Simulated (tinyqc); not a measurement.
Worked calculation: RKS/LDA (VWN5) in the sto-3g basis, for H3+, spin multiplicity 1. One step of it, computed by the program tinyqc.

Task: Iteration 3 (converged): orbitals. Diagonalise F' = X^T F X, C = X C', fill 1 alpha and 1 beta electrons from the bottom; D = 2 C_occ C_occ^T. Each column has its largest component positive (the first on a tie).

converged F (hartree):
```
           1H 1s      2H 1s      3H 1s
1H 1s  -0.706198  -0.531179  -0.531031
2H 1s  -0.531179  -0.706198  -0.531031
3H 1s  -0.531031  -0.531031  -0.706173
```

X:
```
           1H 1s      2H 1s      3H 1s
1H 1s   1.157411  -0.220401  -0.220231
2H 1s  -0.220401   1.157411  -0.220231
3H 1s  -0.220231  -0.220231   1.157319
```

Give: F' = X^T F X; orbital energies; coefficients C; D after iteration 3.

Result:

F' = X^T F X (hartree):
```
        1       2       3
1  -0.524  -0.192  -0.192
2  -0.192  -0.524  -0.192
3  -0.192  -0.192  -0.524
```

orbital energies (hartree): MO1 -0.909, MO2 -0.332, MO3 -0.332

coefficients C:
```
         MO1     MO2     MO3
1H 1s  0.414  -0.562   0.974
2H 1s  0.414  -0.562  -0.974
3H 1s  0.414   1.125   0.000
```

D after iteration 3:
```
       1H 1s  2H 1s  3H 1s
1H 1s  0.343  0.343  0.343
2H 1s  0.343  0.343  0.343
3H 1s  0.343  0.343  0.343
```
